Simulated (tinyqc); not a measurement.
Inside a calculation. Model: input admittance of a MOSFET at zero drain bias: distributed channel and distributed gate.

Computed by the program tinyqc: `OMP_NUM_THREADS=1 python tinyqc.py 2262002 2262003 out.jsonl`, one thread of a shared Intel Xeon 2.30GHz, about 0.01 s for the whole run. Printed values are rounded.

Source and drain grounded, strong inversion, w = 2 pi f, Cox = eps0 eox/tox. The channel is an RC line of resistance 1/(mu Cox Vo) per square fed from both ends, so one finger has the intrinsic admittance y = i w Cox L tanh(g)/g per width, g = (1/2) sqrt(i w tau), tau = L^2/(mu Vo). The vertical resistance rv/L is in series with y, the overlaps 2 i w Cov in parallel: y_t = 1/(1/y + rv/L) + 2 i w Cov. The gate strip is a line of Rsh/L per length loaded by y_t, so a finger has Y = y_t Wf tanh(k)/k, k = (Wf/sd) sqrt(y_t Rsh/L); the device has Nf Y.

Parameters, values chosen for the exercise; values of the order met in silicon radio-frequency transistors: relative permittivity of the gate insulator (close to silicon dioxide) eox = 3.9; insulator thickness tox = 3 nm; channel length L = 1.3 um; finger width Wf = 19 um; number of fingers Nf = 1; channel mobility mu = 100 cm^2/(V s); gate overdrive Vo = 0.25 V; sheet resistance of the gate Rsh = 18 ohm/square; vertical resistivity of the gate stack rv = 0 ohm um^2; number of ends at which a finger is contacted sd = 1; overlap and fringe capacitance on each side Cov = 0.33 fF/um; frequency f = 2.1 GHz.

Constants: eps0 = 8.8541878128e-14 F/cm where lengths are in cm. Results are converted to the units shown.

## Low-frequency resistances and capacitance

Low-frequency limits, with c = Cox L and ct = c + 2 Cov: R_strip = Rsh Wf/(3 sd^2 L Nf), R_ch = (c/ct)^2 L/(12 mu Cox Vo Wf Nf), R_vert = (c/ct)^2 rv/(L Wf Nf), C = ct Wf Nf.

parts (ohm): strip 87.69231, channel 181.7550, vertical 0
sum = 269.4473 ohm
C = 296.8480 fF
1/(2 pi R C) = 1.989813 GHz

The channel term is the largest, 67.5 % of the sum.

## Admittance of the channel and stack per width

tau, g, c = Cox L, y and y_t as defined.

tau = 676 ps
g = 1.055913+1.055913i
c = 14.96358 fF/um
y = 81.7160+125.3041i uS/um
y_t = 81.7160+134.0126i uS/um

w tau = 8.92, and Im y is 0.635 of w c.

## Input impedance of the device

k and Y as defined; Z = 1/(Nf Y) = R + 1/(i w C); Q = |Im Z|/R; signal at the point farthest from a contact |1/cosh k|.

k = 0.7723406+0.4336538i
Nf Y = 1.714347+1.913426i mS
R = 259.7423 ohm
C = 261.4239 fF
Q = 1.116125
signal at the far point = 0.8036328

R is 3.6 % below its low-frequency limit and C is 12 % below its own.
